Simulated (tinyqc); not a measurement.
What moves the results: cylindrical quantum wire. A value that a table varies takes the place of the one given here.

A cylinder of radius R, isotropic masses, c = hbar^2/2m0, k = sqrt(mw E/c), kappa = sqrt(mb (V0 - E)/c). State (n, m) is J_m(k r) inside and K_m(kappa r) outside; psi and psi'/m are continuous: (k/mw) J_m'(kR)/J_m(kR) = (kappa/mb) K_m'(kappa R)/K_m(kappa R).

With hard walls E = c (x/R)^2/mw, x a zero of J_m: (1,0) 2.404826; (2,0) 5.520078; (1,1) 3.831706; (2,1) 7.015587; (1,2) 5.135622; (2,2) 8.417244; (1,3) 6.380162; (2,3) 9.761023.

Constants: hbar^2/2m0 = 3.80998211 eV angstrom^2.

Values chosen for the exercise (near those of an InGaAs wire in InAlAs; the results hold for these values, not for the real material): V0 = 0.492 eV (barrier height); mw = 0.0405 m0 (mass inside); mb = 0.0763 m0 (mass outside); Rs = (16, 23, 32, 46, 64, 92, 129) angstrom (radii); R = 46 angstrom (radius).

## Radius

The two lowest states against R; a dash marks an unbound state.

Levels (eV):
```
R (angstrom)   (1,0)   (1,1)  (1,0), hard walls  flat well of width 2R
16            0.3868       -             2.1252                 0.1960
23            0.2852       -             1.0284                 0.1347
32            0.1991  0.4756             0.5313                 0.0906
46            0.1249  0.3170             0.2571                 0.0554
64            0.0774  0.1976             0.1328                 0.0338
92            0.0437  0.1112             0.0643                 0.0189
129           0.0247  0.0627             0.0327                 0.0106
```

The lowest state is bound at every radius listed. (1,1) becomes bound between 23 and 32 angstrom. At the largest radius the level is 0.75 of the hard-wall value and 2.33 times that of the flat well (the hard-wall ratio is 2.34); the exponent d ln E/d ln R between the last two radii is -1.69. Levels above about 0.3 eV lie beyond the range of a parabolic mass.

## Shape and dimension

Lowest level with hard walls: film c (pi/2R)^2/mw, cylinder c (2.404826/R)^2/mw, sphere c (pi/R)^2/mw, square or cube of side a: 2 or 3 times c (pi/a)^2/mw; c = hbar^2/2m0. Finite barriers V0 with outer mass mb and psi, psi'/m continuous for film, cylinder and sphere (not separable for the square and the cube: dash).

Lowest level (eV):
```
shape                      hard walls  finite barrier
film, width 2R                 0.1097          0.0554
cylinder, radius R             0.2571          0.1249
square wire of equal area      0.2793               -
sphere, radius R               0.4388          0.2044
cube of equal volume           0.5066               -
```

With hard walls the levels of film, cylinder and sphere stand as 1 : 2.34 : 4.00; with the finite barrier as 1 : 2.26 : 3.69. The square lies 8.6 % above the circle of equal area and the cube 15.5 % above the sphere of equal volume: round shapes give the lowest level for a given size.

## What each parameter does

The lowest level (1,0) and its distance to V0. Each row changes one parameter from the base and keeps the others.

Results:
```
case             E (eV)  V0 - E (eV)     k R
base             0.1249       0.3671  1.6760
R = 51 angstrom  0.1081       0.3839  1.7289
V0 = 0.59 eV     0.1319       0.4581  1.7227
mw = 0.0446 m0   0.1200       0.3720  1.7239
mb = 0.0954 m0   0.1170       0.3750  1.6220
```

The largest shifts from the base row, up to three for each result and ties (the steps differ in size, so this ranks the rows, not the parameters). E (eV): R -0.0168, mb -0.0079, V0 +0.0070. V0 - E (eV): V0 +0.0910, R +0.0168, mb +0.0079. k R: mb -0.0541, R +0.0528, mw +0.0478.

tinyqc: `OMP_NUM_THREADS=1 python tinyqc.py 1252056 1252057 out.jsonl`; about 0.03 s, one thread, shared Intel(R) Xeon(R) Processor @ 2.30GHz.
